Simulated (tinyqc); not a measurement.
Chemically amplified photoresist: aerial image, acid generation, bake, development and line width: one step, computed by the program tinyqc. Command: `OMP_NUM_THREADS=1 python tinyqc.py 3008533 3008534 out.jsonl resist walk`. One thread of a shared host (Intel(R) Xeon(R) Processor @ 2.30GHz), about 0.02 s of CPU time with the checks.

Lines and spaces of pitch p with a two-beam-like image; x = 0 is the middle of the bright space. The resist is positive and treated as uniform in depth.

Task: Acid image and its blur. Dose E(x) = E [1 + c cos(2 pi x/p)]; acid h = 1 - exp(-C E(x)). Bake: the acid image is blurred by a Gaussian of variance sigma^2 = 2 D t (each Fourier term k of h, taken on 64 points, is multiplied by exp(-4 pi^2 k^2 D t/p^2)). Cosine coefficients: h(x) = sum_k h_k cos(2 pi k x/p).

Inputs (values chosen for the exercise, for a model resist at 248 nm):

| quantity | value | unit |
|---|---|---|
| pitch p | 290 | nm |
| image contrast c | 0.62 | - |
| mean dose E | 10.2 | mJ/cm^2 |
| Dill parameter C | 0.03 | cm^2/mJ |
| acid diffusivity D | 1.1 | nm^2/s |
| bake time t | 90 | s |

Give: diffusion length sigma = sqrt(2 D t); h_0 to h_4 before the bake; h_0 to h_4 after the blur; blur factor of the first harmonic.

Result:

diffusion length sigma = sqrt(2 D t) = 14.071 nm

h_0 to h_4 before the bake: 0.25697  0.14034  -0.00665  0.00021  0.00000

h_0 to h_4 after the blur: 0.25697  0.13396  -0.00552  0.00014  0.00000

blur factor of the first harmonic = 0.95459

sigma/p = 0.049; the blur keeps 95 % of the modulation.
